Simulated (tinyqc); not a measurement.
Finite-difference solution of the diffusion equation on a small grid. Changing the time step dt. Computed by tinyqc, a small Python program. Command: `OMP_NUM_THREADS=1 python tinyqc.py 3001999 3002000 out.jsonl fdiff sweep`. One thread of a shared host (Intel(R) Xeon(R) Processor @ 2.30GHz), about 0.02 s of CPU time with the checks.

dC/dt = D d2C/dx2 on nodes x_j = j dx, j = 0..9; the far end is sealed.

Inputs (values chosen for the exercise):
```
quantity,value,unit
diffusivity D,7.7,nm^2/s
grid spacing dx,10,nm
final time t_f,43.2,s
loss velocity h,0.075,nm/s
```

Boundary at x = 0: surface loss. Scheme: implicit.

start values C_j, j = 0, 1, ... (% of a reference): [55.4, 100, 78.9, 37.1, 6.81, 0, 0, 0, 0, 0]

Method:
- The operator M acts as (M C)_j = C_(j-1) - 2 C_j + C_(j+1); at the sealed far end a mirror node gives 2 C_(N-2) - 2 C_(N-1); at j = 0, the outward flux h C_0 gives 2 C_1 - (2 + 2 h dx/D) C_0.
- r = D dt/dx^2.
- With r = D dt/dx^2: (1 - theta r M) C(new) = (1 + (1 - theta) r M) C(old); theta = 0 explicit, 1 implicit, 1/2 Crank-Nicolson.
- The run takes n = round(t_f/dt) steps of length t_f/n.
- The dose is the trapezoidal sum of C dx; the error is the largest difference from exp(M D t/dx^2) C(0), the exact time evolution on the same grid.

One run for each value:
```
time step dt (s),largest error at t_f (%),mesh ratio r,final C_5 (%),final dose (% nm)
0.16875,0.036,0.013,18.11,2303
0.33750,0.073,0.026,18.09,2303
0.67500,0.144,0.052,18.04,2303
1.35000,0.286,0.104,17.94,2304
2.70000,0.558,0.208,17.75,2305
5.40000,1.063,0.416,17.38,2307
10.80000,2.047,0.832,16.69,2311
21.60000,3.950,1.663,15.50,2318
```

Describe and explain the trends.

Over the rows, largest error at t_f (%) rises from 0.0364 to 3.95 (exponent d ln y / d ln x about 0.97 throughout). At the low end the exponent of largest error at t_f is 1.00, close to 1: first order in the step.

Extremes, crossings and ranges named in words are read from the listed rows.
